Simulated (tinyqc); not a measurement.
Transparency density and B against temperature: optical gain and spontaneous emission in a bulk direct-gap semiconductor.

Parabolic bands, vertical transitions, no excitons. For each hole band j: mr = me mj/(me + mj); joint density of states J_j(E) = (mr/c)^(3/2) sqrt(E - Eg)/(2 pi^2), both spins, c = hbar^2/2m0; averaged matrix element |e.p|^2 = m0 Ep/6; alpha_j(E) = 4 pi^2 alpha_f c Ep J_j/(3 nr E) in 1/angstrom (alpha_f the fine-structure constant, listed as alpha among the constants), times 1e8 for 1/cm.

F_j(eta) = (1/Gamma(j + 1)) integral_0^infinity x^j dx/(1 + exp(x - eta)), which tends to exp(eta) for eta << 0.

Quasi-Fermi levels: n = Nc F_1/2(Fc/kT) and p = Nv F_1/2(Fv/kT), Fc counted up from the conduction edge and Fv down from the valence edge; Nc, Nv from N = 2 (m kB T/(4 pi c))^(3/2) with c = hbar^2/2m0, in 1/angstrom^3; times 1e24 for 1/cm^3, with me and (mhh^(3/2) + mlh^(3/2))^(2/3).

For band j the electron sits at Ee = (E - Eg) mr/me above its edge and the hole at Eh = (E - Eg) mr/mj; fe = 1/(1 + exp((Ee - Fc)/kT)), fh = 1/(1 + exp((Eh - Fv)/kT)); gain g = sum_j alpha_j (fe + fh - 1).

Spontaneous rate: R = integral of (nr E/(hbar c))^2/(pi^2 hbar) sum_j alpha_j fe fh dE, with alpha in 1/cm and (nr E/(hbar c))^2 in 1/cm^2 (1e16 per 1/angstrom^2); B = R/(n p); lifetime n/R.

Constants: hbar^2/2m0 = 3.80998211 eV angstrom^2; fine-structure constant alpha = 0.007297352564; kB = 8.617333262e-05 eV/K; hbar = 6.58211957e-16 eV s; hbar c = 1973.269805 eV angstrom.

Values chosen for the exercise (near those of GaN; the results hold for these values, not for the real material): Eg = 3.519 eV (direct gap); me = 0.2069 m0 (electron mass); mhh = 1.349 m0 (heavy-hole mass); mlh = 0.2914 m0 (light-hole mass); Ep = 17.3 eV (Kane energy); nr = 2.63 (refractive index).

Eg is held fixed; B is taken at n = 1e15 1/cm^3.

Results:

| T (K) | transparency density (1/cm^3) | Fc/kT there | B (cm^3/s) |
|---|---|---|---|
| 100 | 1.21e+18 | 1.881 | 3.50e-10 |
| 150 | 2.22e+18 | 1.881 | 1.91e-10 |
| 200 | 3.41e+18 | 1.881 | 1.24e-10 |
| 250 | 4.77e+18 | 1.881 | 8.91e-11 |
| 300 | 6.27e+18 | 1.881 | 6.79e-11 |
| 350 | 7.89e+18 | 1.881 | 5.40e-11 |
| 400 | 9.65e+18 | 1.881 | 4.43e-11 |
| 500 | 1.35e+19 | 1.881 | 3.18e-11 |

Fc/kT at transparency stays at 1.881, since it depends on Nv/Nc alone, so the density goes as T^1.50. B goes as T^-1.49, against T^-1.5 for non-degenerate carriers: hot carriers spread over k and fewer pairs share a wave vector.

(tinyqc, `OMP_NUM_THREADS=1 python tinyqc.py 1651035 1651036 out.jsonl`, Intel(R) Xeon(R) Processor @ 2.30GHz, 1 thread, shared host, about 0.07 s.)
